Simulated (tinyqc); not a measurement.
Inside a calculation. Model: avalanche multiplication and breakdown of a junction from ionisation integrals. Computed by tinyqc, a small Python program that keeps every step. Command: `OMP_NUM_THREADS=1 python tinyqc.py 3013440 3013441 out.jsonl impact walk`. One thread of a shared host (Intel(R) Xeon(R) Processor @ 2.30GHz), about 0.01 s of CPU time with the checks. Intermediate numbers are printed to about 7 digits and carried at full precision; extremes and crossings named in words are read from the listed rows.

Ionisation coefficients follow the local field. Position x runs through the depletion layer from the p side (x = 0), where electrons enter, to the n side (x = w), where holes enter. The built-in voltage is neglected.

Inputs (values chosen for the exercise, modelled on silicon): electron prefactor a_n = 671000 1/cm; electron field b_n = 1.21e+06 V/cm; hole prefactor a_p = 1.59e+06 1/cm; hole field b_p = 2.08e+06 V/cm; exponent c = 1; permittivity eps = 11.7; drift-layer mobility mu = 1300 cm^2/(V s); doping N of the lightly doped side = 2.2e+16 1/cm^3; bias as a fraction of the breakdown voltage = 0.82.

Junction: one-sided abrupt p+n.

Constants: e = 1.602176634e-19 C; eps_0 = 8.8541878128e-12 F/m.

## Breakdown

alpha_n = a_n exp(-(b_n/F)^c), alpha_p = a_p exp(-(b_p/F)^c). Field F = F_m (1 - s), w = eps eps_0 F_m/(e N), V = F_m w/2, with s = x/w (the peak lies at the p+ side). With Phi(x) = int_0^x (alpha_n - alpha_p) dx': 1 - 1/M_n = I_n = int_0^w alpha_n exp(-Phi) dx and M_p = M_n exp(-Phi(w)); trapezoid rule on 401 even points; breakdown at I_n = 1. Solve I_n(F_m) = 1.

critical field F_m = 0.4711824 MV/cm

width at breakdown = 1.384811 micrometre

breakdown voltage = 32.62494 V

## Coefficients at the critical field

The formulas are those given above.

alpha_n = 51457.78 1/cm

alpha_p = 19241.38 1/cm

ratio k = alpha_p/alpha_n = 0.3739256

shorter ionisation length = 0.1943341 micrometre

Electrons ionise more readily at the peak field.

## Field and integrand below breakdown

Bias V = fraction times the breakdown voltage.

peak field = 0.4266738 MV/cm

Every 50th point:
```
x (micrometre)  F (MV/cm)  alpha_n (1/cm)  alpha_p (1/cm)        Phi  I_n up to x
0.000000        0.4266738    3.936509e+04    1.214080e+04  0.0000000    0.0000000
0.156750        0.3733396    2.625226e+04    6.050582e+03  0.3727317    0.4287653
0.313500        0.3200054    1.529587e+04    2.390730e+03  0.6318332    0.6247676
0.470250        0.2666712    7.180331e+03    6.515641e+02  0.7821159    0.7097800
0.627000        0.2133369    2.309404e+03    9.270372e+01  0.8474312    0.7408401
0.783750        0.1600027    3.486790e+02    3.594710e+00  0.8646253    0.7483535
0.940500        0.1066685    7.948357e+00    5.405019e-03  0.8663431    0.7490812
1.097250        0.0533342    9.415258e-05    1.837373e-11  0.8663620    0.7490892
1.254000        0.0000000               0               0  0.8663620    0.7490892
```

## Multiplication and noise

M_n = 1/(1 - I_n), M_p = M_n exp(-Phi(w)); McIntyre excess noise for the carrier with the larger M, F_x = k M + (1 - k)(2 - 1/M), with k = (smaller M - 1)/(larger M - 1).

M_n = 3.985479

M_p = 1.675808

effective k = 0.2263651

excess noise factor = 2.255330

Injecting electrons gives the larger gain and, at equal gain, the lower noise.

## On-resistance of the drift layer

R_on = w/(e mu N) with w the width at breakdown; figure of merit V_B^2/R_on; for a triangular field it equals eps eps_0 mu F_m^3/4.

specific on-resistance = 0.03022137 milliohm cm^2

V_B^2/R_on = 35.21967 MW/cm^2

eps eps_0 mu F_m^3/4 = 35.21967 MW/cm^2

## Gain against bias and Miller's formula

Miller's exponent n is defined by 1 - 1/M = (V/V_B)^n for the larger M.

Gain:
```
V/V_B     V (V)  F_m (MV/cm)       M_n       M_p  Miller exponent n
0.50   16.31247    0.3331763   1.39657   1.04722           1.816234
0.60   19.57496    0.3649763   1.73688   1.11260           1.678504
0.70   22.83746    0.3942195   2.33719   1.24932           1.565510
0.80   26.09995    0.4214384   3.57107   1.56502           1.472339
0.90   29.36245    0.4470029   7.31343   2.59454           1.395526
0.95   30.99369    0.4592518  14.81566   4.71270           1.362400
0.98   31.97244    0.4664468  37.33009  11.11239           1.344047
0.99   32.29869    0.4688206  74.85579  21.79323           1.338170
```

The larger gain passes 2 between 0.600 and 0.700 of V_B and reaches 74.9 at 0.99. Miller's exponent runs from 1.3 to 1.8, so it is not a constant: a fit holds over a narrow range only. From the first row to the last the voltage grows by a factor 1.98 and the peak field by 1.41.

Checks made by the program: the hole form of the condition, int alpha_p exp(Phi(w) - Phi) dx = 1 (relative difference 5e-05).
